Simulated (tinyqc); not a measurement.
Hydrogen passivation of interface dangling bonds: competing passivation and dissociation with distributed barriers: one step, computed by the program tinyqc. Command: `OMP_NUM_THREADS=1 python tinyqc.py 3021294 3021295 out.jsonl passiv walk`. One thread of a shared host (Intel(R) Xeon(R) Processor @ 2.30GHz), about 0.02 s of CPU time with the checks.

P_b + H2 gives P_bH + H at the rate k_f [H2]; P_bH gives P_b + H at the rate k_d. All defects start unpassivated. E_f and E_d are Gaussian and independent.

Task: Single barriers. [H2] = solubility factor x p; a = k_f0 [H2] exp(-E_f/(k_B T)), d = k_d0 exp(-E_d/(k_B T)). For one pair of barriers the active share is y = [d + a exp(-(a + d) t)]/(a + d). Temperatures in kelvin are T(C) + 273.15.

Inputs (values chosen for the exercise, close to those used for P_b centres at the silicon-oxide interface):

| quantity | value | unit |
|---|---|---|
| passivation prefactor k_f0 | 9.4e-07 | cm^3/s |
| mean passivation barrier E_f | 1.69 | eV |
| spread sigma_f | 0.044 | eV |
| dissociation prefactor k_d0 | 1.3e+13 | 1/s |
| mean dissociation barrier E_d | 2.77 | eV |
| spread sigma_d | 0.074 | eV |
| H2 in the oxide per atm, solubility factor | 1.3e+18 | 1/(cm^3 atm) |
| hydrogen pressure p | 10 | atm |
| anneal temperature T | 700 | C |
| anneal time t | 140 | s |

Constants: k_B = 8.617333262e-05 eV/K.

Give: passivation rate a; dissociation rate d; a t; steady active share d/(a + d); active share, single barriers.

Result:

passivation rate a = 21620 1/s

dissociation rate d = 0.058693 1/s

a t = 3.0268e+06

steady active share d/(a + d) = 2.7148e-06

active share, single barriers = 2.7148e-06

Passivation has run its course, and the balance with dissociation sets the remainder. Caution: single-barrier shares below about 1e-3 are formal; measured passivation levels off well above them.
